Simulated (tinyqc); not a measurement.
# Worked calculation: CMOS latch-up, two-transistor model

Program tinyqc, `OMP_NUM_THREADS=1 python tinyqc.py 2670012 2670013 out.jsonl`; Intel Xeon 2.30GHz, shared host, one thread, about 0.07 s. Printed values are rounded.

A parasitic pnp (emitter at Vdd, base shunted by Rw) and npn (emitter at ground, base shunted by Rs) feed each other: the npn collector current flows out of the pnp base node, the pnp collector current into the npn base node. Forward-active transistors with constant gains: Icn = Isn exp(Vn/Vt), Icp = Isp (exp(Vp/Vt) - 1). A current Ii is injected into the npn base node.

Inputs (values chosen for the exercise); values close to those of bulk CMOS: temperature T = 300 K; current gain of the npn bn = 7.4; current gain of the pnp bp = 2.1; saturation current of the npn at T Isn = 6.7e-15 A; saturation current of the pnp at T Isp = 4.7e-16 A; substrate resistance shunting the npn Rs = 220 ohm; well resistance shunting the pnp Rw = 210 ohm; resistance from the pnp collector to the npn base R2 = 86 ohm; base-emitter voltage in the on state Von = 0.72 V; saturation voltage Vsat = 0.12 V; supply voltage Vdd = 3.3 V; current injected into the substrate Ii = 3.36 mA.

Constants: q = 1.602176634e-19 C, kB = 1.380649e-23 J/K, Vt = kB T/q. Results are converted to the units shown.

## Holding current and voltage

On state with both base-emitter voltages at Von: npn base current Ib = (Von/Rs + bp Von/Rw)/(bn bp - 1), holding current Ih = (bn + 1) Ib + Von/Rs, holding voltage Vh = Vsat + Von + R2 (Ib + Von/Rs).

bn bp = 15.54
Ib = 0.720270 mA
Ih = 9.32300 mA
Vh = 1.18340 V

Vh is below Vdd = 3.3 V, so the supply can sustain a latched state.

## The off branch

Vn, point 0 to 7 (V): [0.494, 0.574, 0.624, 0.654, 0.674, 0.694, 0.709, 0.724]

Node equations: Vp/Rw + Icp/bp = Icn and Vn/Rs + Icn/bn = Icp + Ii. Loop gain G = gn gp/[(1/Rw + gp/bp)(1/Rs + gn/bn)], gn = Icn/Vt, gp = (Icp + Isp)/Vt; the off state ends where G = 1, and Ii there is the trigger current. For each Vn: Icn, then Vp from the first equation, then Ii from the second.

```
point   Icn (mA)     Vp (V)    Icp (mA)  Ii (mA)           G
0      0.0013332  2.7998e-4  5.1178e-15   2.2456  4.3722e-14
1       0.029434  0.0061812  1.2695e-13   2.6131  1.1749e-12
2        0.20362   0.042760  1.9871e-12   2.8639  2.8023e-11
3        0.64982    0.13646  9.1692e-11   3.0605   2.3694e-9
4         1.4086    0.29580   4.3781e-8   3.2540   1.6272e-6
5         3.0532    0.63866    0.025186   3.5420      1.0738
6         5.4544    0.76816      3.7727  0.18710      12.544
7         9.7440    0.79907      12.472  -7.8641      13.977
```

Ii peaks at 3.542 mA, at Vn = 0.6939 V where G = 1; beyond it the loop feeds itself.

## Iteration 1: response to the injected current, once round the loop per iteration

Vn at the start = 0.54 V

Icn = Isn exp(Vn/Vt); Vp solves Vp/Rw + Icp/bp = Icn; Vn(new) solves Vn/Rs + (Isn/bn) exp(Vn/Vt) = Icp + Ii.

Icn = 0.00790088 mA
Vp = 0.00165919 V
Icp = 3.11537e-14 mA
Vn after iteration 1 = 0.682042 V

## Iteration 2: response to the injected current, once round the loop per iteration

As before.

Icn = 1.92257 mA
Vp = 0.403740 V
Icp = 2.84862e-6 mA
Vn after iteration 2 = 0.682043 V

## Course of the iteration: response to the injected current, once round the loop per iteration

Stop when Vn changes by less than 1e-9 V, or after 150 iterations. Vn must stay below 1.1 V.

Course of the iteration:
```
iteration    Vn (V)  |change| (V)
1          0.682042         0.142
2          0.682043       1.95e-7
3          0.682043      2.30e-11
```

Converged in 3 iterations. The change falls from 0.14 in the first iteration to below the tolerance in the last. An off state exists, since Ii is below the trigger current, the largest Ii that the node equations allow, 3.542 mA.
